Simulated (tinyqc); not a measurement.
Born-von Karman spring model of a cubic crystal with one atom per cell: one step, computed by the program tinyqc.

First neighbours lie at a/2 (1,1,1) (8 of them), second at a (1,0,0) (6), with all permutations and signs; the volume per atom is Omega = a^3/2. Two shells of springs match a real metal only roughly, above all at the zone boundary.

Question. Frequencies at the zone boundary. A neighbour at R with unit vector n couples by the matrix K(R) = kL n n^T + kT (1 - n n^T), and D(q) = (1/M) sum_R K(R) [1 - cos(q.R)]. An eigenvalue lambda of D in eV/(angstrom^2 u) gives nu = 15.6333042 THz x sqrt(lambda).

Inputs (values chosen for the exercise, modelled on tungsten): atomic mass M = 183.84 u; radial spring k1L = 5.38 eV/angstrom^2; transverse spring k1T = -0.19 eV/angstrom^2; radial spring k2L = 3.1 eV/angstrom^2; transverse spring k2T = -0.024 eV/angstrom^2.

Lattice: bcc.

Constants: nu for 1 eV/(angstrom^2 u) = 15.6333042 THz.

Give: Frequencies (THz) at points given in 2 pi/a.

Answer.

Frequencies (THz) at points given in 2 pi/a:
```
point               nu 1   nu 2   nu 3
H (1, 0, 0)        5.954  5.954  5.954
N (0.5, 0.5, 0)    3.786  4.180  7.337
P (0.5, 0.5, 0.5)  5.827  5.827  5.827
```
